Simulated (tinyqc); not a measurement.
Fermi-level pinning at a metal contact (Cowley-Sze model): one step of the calculation.

Interface states of density Ds lie behind a thin layer of thickness dl. Neglecting the depletion charge, the barrier for electrons is phi = S (pM - chi) + (1 - S) E0 with S = 1/(1 + q Ds dl/(eps0 ei)); the barrier for holes is Eg - phi.

Question. Barrier. Also the charge in the states, Ds (phi - E0), and the drop across the layer, pM - chi - phi.

Inputs (values chosen for the exercise); material values close to those of silicon:
```
symbol,value,unit,meaning
Eg,1.11,eV,band gap
chi,3.99,eV,electron affinity
Ds,2.3e13,cm^-2 eV^-1,density of interface states
E0,0.89,eV,depth of their neutrality level below the conduction edge
dl,0.33,nm,thickness of the interface layer
ei,3,,its relative permittivity
pM,4.66,eV,metal work function
```

Constants: q = 1.602176634e-19 C, eps0 = 8.8541878128e-14 F/cm where lengths are in cm. Results are converted to the units shown.

Give: S; phi; barrier for holes; charge in the states; drop across the layer.

Answer.

S = 0.6860
phi = 0.7391 eV
barrier for holes = 0.3709 eV
charge in the states = -3.471e12 cm^-2
drop across the layer = -0.06909 V

Numbers from tinyqc (`OMP_NUM_THREADS=1 python tinyqc.py 2430061 2430062 out.jsonl`; about 0.01 s on one thread of a shared Intel Xeon 2.30GHz).
